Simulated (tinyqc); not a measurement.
# On-chip interconnect, size-dependent resistivity and RC delay: two metals against line width

A rectangular line between two neighbours and two ground planes. Surface and grain-boundary scattering are added to the bulk resistivity as corrections; capacitances are parallel-plate values without fringing; inductance is ignored.

Metal width x = wd - 2 tl, height y = AR wd - tl; grain boundaries (Mayadas-Shatzkes): al = (lam/(gr x)) Rg/(1 - Rg), g = 1/[1 - 3 al/2 + 3 al^2 - 3 al^3 ln(1 + 1/al)] - 1; surfaces (Fuchs-Sondheimer, thick limit): s = (3/8) lam (1 - ps)(1/x + 1/y); rho = rho0 (1 + g + s); r = rho/(x y). The second metal has rho2, lam2 and tl2 in place of rho0, lam and tl; ps, Rg, gr and AR are shared.

Values chosen for this exercise; metal values close to those of copper:

| symbol | value | unit | meaning |
|---|---|---|---|
| rho0 | 1.72 | uohm cm | bulk resistivity |
| lam | 40.7 | nm | bulk mean free path |
| ps | 0.3 |  | specular share of surface scattering |
| Rg | 0.16 |  | reflection coefficient of grain boundaries |
| gr | 1.5 |  | grain size over the metal width |
| AR | 1.4 |  | aspect ratio, height over width |
| tl | 2.2 | nm | liner on both walls and the bottom, not conducting |
| sp | 13 | nm | space to the neighbouring lines |
| hd | 17 | nm | dielectric height to the planes above and below |
| ek | 4.2 |  | relative permittivity of the dielectric |
| Mf | 1 |  | Miller factor of the neighbours |
| rho2 | 5.05 | uohm cm | bulk resistivity of the second metal (close to iridium) |
| lam2 | 6.99 | nm | mean free path of the second metal |
| tl2 | 0.1 | nm | liner of the second metal |

Constants: eps0 = 8.8541878128e-12 F/m. Results are converted to the units shown.

Result of one run:
```
rho, first (uohm cm)	rho, second (uohm cm)	r, first (ohm/um)	r, second (ohm/um)	ratio second/first
6.447	6.800	468.5	293.5	0.6264
```

Which drawn line width wd gave this result: 6.5, 13, 22 or 30 nm?

wd = 13 nm.

The whole series:
```
wd (nm)	rho, first (uohm cm)	rho, second (uohm cm)	r, first (ohm/um)	r, second (ohm/um)	ratio second/first
6.5	18.87	8.580	1.302e4	1513	0.1162
8	12.24	7.908	3779	913.4	0.2417
10	8.750	7.330	1324	538.1	0.4064
13	6.447	6.800	468.5	293.5	0.6264
17	5.023	6.386	184.6	160.4	0.8690
22	4.124	6.081	81.94	90.86	1.109
30	3.398	5.805	33.35	46.49	1.394
45	2.792	5.553	11.31	19.71	1.742
70	2.390	5.373	3.803	7.863	2.067
120	2.103	5.238	1.097	2.604	2.373
```

The resistivity of the first metal falls from 18.9 to 2.10 uohm cm and that of the second goes from 8.58 to 5.24 uohm cm as the line widens. The products rho0 lam, which set the size effect, are 70.0 and 35.3 uohm cm nm. The two resistances cross at wd = 19.6 nm: below it the second metal gives the lower line resistance. For widths well under the mean free path the thick-limit surface term is only a guide.

Range of the model: The metal width is under the mean free path, where the thick-limit surface term and the simple sum of corrections lose accuracy.

tinyqc, about 0.01 s, one thread, Intel Xeon 2.30GHz (shared host): `OMP_NUM_THREADS=1 python tinyqc.py 2100019 2100020 out.jsonl`
